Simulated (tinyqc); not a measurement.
Length of a polyene: Hueckel, PPP and singles CI along the polyenes. Computed by the program tinyqc. Hueckel uses the same beta without repulsion; CIS keeps all single excitations and so misses the low, doubly excited 2Ag state. W is the valence ionisation energy of a centre, MN the Mataga-Nishimoto formula, f the oscillator strength.

All-trans chains of carbon centres 1.40 angstrom apart:
```
parameter                               value
beta (eV), times 1 +/- alternation  -2.620000
alternation                                 0
W (eV)                              11.160000
gamma_rr (eV)                       11.460000
repulsion formula                          MN
```

Gaps and excitations (eV):
```
centres  Hueckel gap  PPP orbital gap  bright singlet (CIS)       f  lowest triplet (CIS)
2             5.2400          10.6606                8.2597  0.7082                2.2203
4             3.2385           7.9854                5.7326  1.2104                1.1936
6             2.3320           6.6244                4.5182  1.7473                0.7318
10            1.4915           5.2228                3.3004  2.7746                0.3156
```

Estimate the missing row, centres = 8.

Computed row:
```
centres  Hueckel gap  PPP orbital gap  bright singlet (CIS)       f  lowest triplet (CIS)
8             1.8198           5.7901                3.7909  2.2720                0.4758
```

The Hueckel gap tends to 4 x alternation x |beta| = 0.00 eV for long chains (zero without alternation, falling as 1/N). Exchange opens the PPP orbital gap, and the attraction of electron and hole brings the bright state 1.92 eV below it at 10 centres; the triplet lies 2.98 eV lower still.
